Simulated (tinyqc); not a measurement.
Two-diode model of a solar cell: one step of the calculation.

J is the current delivered and Vj = V + J Rs the junction voltage. J = X JL - J01 (exp(Vj/(n1 Vt)) - 1) - J02 (exp(Vj/(2 Vt)) - 1) - Vj/Rp. The photocurrent does not depend on voltage.

Problem. Figures of merit. Jsc at V = 0, Voc at J = 0, the maximum power point where J (1 + 2 Rs G) = G Vj with G = -dJ/dVj; FF = Vmp Jmp/(Voc Jsc); efficiency Vmp Jmp/(X Pin). Empirical fill factor without parasitics FF0 = (v - ln(v + 0.72))/(v + 1), v = Voc/(n1 Vt).

Inputs (values chosen for the exercise); values of the order met in cells of germanium:
```
symbol,value,unit,meaning
T,298.15,K,temperature
JL,51.7,mA/cm^2,photocurrent at one sun
X,1,suns,concentration
J01,6.1e-6,A/cm^2,saturation current of the first diode
n1,1,,ideality factor of the first diode
Rs,0.25,ohm cm^2,series resistance
Rp,7000,ohm cm^2,shunt resistance
Pin,100,mW/cm^2,incident power at one sun
J02,2.3e-6,A/cm^2,saturation current of the second diode (ideality 2)
```

Constants: q = 1.602176634e-19 C, kB = 1.380649e-23 J/K, Vt = kB T/q. Results are converted to the units shown.

Give: Jsc; Voc; Vmp; Jmp; FF; efficiency; FF0.

Solution.

Jsc = 51.69 mA/cm^2
Voc = 0.2323 V
Vmp = 0.1704 V
Jmp = 44.47 mA/cm^2
FF = 0.6311
efficiency = 7.577 %
FF0 = 0.6735

FF is 6.3 % below FF0. Removing one loss at a time changes the efficiency by: series resistance +0.50, second diode +0.01, shunt +0.00 points.

Program tinyqc, `OMP_NUM_THREADS=1 python tinyqc.py 2280108 2280109 out.jsonl`; Intel Xeon 2.30GHz, shared host, one thread, about 0.01 s.
